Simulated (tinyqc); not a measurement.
Which current rules in forward bias: trap-assisted generation and recombination current of an abrupt junction. Computed by tinyqc, a small Python program. Command: `OMP_NUM_THREADS=1 python tinyqc.py 3027799 3027800 out.jsonl junctionleak walk`. One thread of a shared host (Intel(R) Xeon(R) Processor @ 2.30GHz), about 0.01 s of CPU time with the checks.

Depletion approximation, flat quasi-Fermi levels across the depleted layer, long neutral regions with minority lifetimes tau_n and tau_p, full ionisation and Boltzmann statistics. Voltages in exponents stand for e V.

Inputs (values chosen for the exercise, with bands and screening modelled on germanium):
```
quantity,value,unit
gap E_g,0.667,eV
electron mass m_e,0.22,m_0
valleys M_c,4,-
hole mass m_h,0.336,m_0
dielectric constant eps,16.2,-
acceptor density N_A,4.8e+16,cm^-3
donor density N_D,1e+18,cm^-3
capture time tau_n,1.1e-05,s
capture time tau_p,9e-06,s
trap level E_t - E_i,0.044,eV
electron diffusion coefficient D_n,12,cm^2/s
hole diffusion coefficient D_p,10,cm^2/s
temperature T,300,K
tunnelling mass m_t,0.2,m_0
```

Field enhancement: Hurkx tunnelling factor.

Constants: k_B = 8.617333262e-05 eV/K; m_0 = 9.1093837015e-31 kg; k_B = 1.380649e-23 J/K; h = 6.62607015e-34 J s; e = 1.602176634e-19 C; eps_0 = 8.8541878128e-12 F/m; hbar = 1.054571817e-34 J s.

Method:
- N_c = 2 M_c (2 pi m_e k_B T/h^2)^(3/2) and N_v = 2 (2 pi m_h k_B T/h^2)^(3/2), masses in units of m_0.
- n_i = sqrt(N_c N_v) exp(-E_g/2 k_B T); V_bi = (k_B T/e) ln(N_A N_D/n_i^2); diffusion saturation current J_d0 = e n_i^2 [sqrt(D_n/tau_n)/N_A + sqrt(D_p/tau_p)/N_D].
- W = sqrt(2 eps eps_0 (V_bi - V)(1/N_A + 1/N_D)/e), x_p = W N_D/(N_A + N_D), x_n = W - x_p, peak field F_m = 2 (V_bi - V)/W; reverse bias means V = -V_r.
- Both capture times are divided by 1 + Gamma, Gamma = 2 sqrt(3 pi) (F/F_G) exp((F/F_G)^2), F_G = sqrt(24 m_t (k_B T)^3)/(e hbar) (the low-field Hurkx form), F being the local field, linear in x from 0 at the edges to F_m.
- Potential from the p edge: phi = (V_bi - V) x^2/(x_p W) on the p side and (V_bi - V)[1 - (W - x)^2/(x_n W)] on the n side; p = N_A exp(-phi/k_B T), n = n_i^2 exp(V/k_B T)/p; U = (n p - n_i^2)/[tau_p (n + n_i exp(dE/k_B T)) + tau_n (p + n_i exp(-dE/k_B T))], dE = E_t - E_i, n1 = n_i exp(dE/k_B T), p1 = n_i exp(-dE/k_B T); J_t = e int U dx by the trapezoid rule on 400 intervals on each side.
- J_d = J_d0 (exp(V/k_B T) - 1). Ideality n = (e/k_B T) dV/d ln J, central difference of 1 mV. The rows stop just below the bias where n = 0.1 p or tau_p n = 0.1 tau_n p at the p edge, or the like at the n edge.

k_B T = 0.0258520 eV

n_i = 1.77672e+13 cm^-3

J_d0 = 1.15385e-06 A/cm^2

Forward characteristic:
```
V (V),J_t (A/cm^2),J_d (A/cm^2),ideality of J_t,ideality of the sum
0.07,1.2967e-06,1.6148e-05,1.3794,0.9563
0.11,3.6104e-06,8.0142e-05,1.6207,1.0027
0.15,9.0372e-06,3.8082e-04,1.7385,1.0069
0.19,2.1696e-05,1.7936e-03,1.7863,1.0046
0.23,5.1434e-05,8.4318e-03,1.7944,1.0026
0.27,1.2201e-04,3.9622e-02,1.7881,1.0013
0.30,2.3339e-04,1.2645e-01,1.7938,1.0008
0.34,5.4525e-04,5.9415e-01,1.8785,1.0004
```

What follows from these numbers?

Diffusion rules over the whole range. The ideality of J_t alone lies between 1.38 and 1.88.

Extremes, crossings and ranges named in words are read from the listed rows.
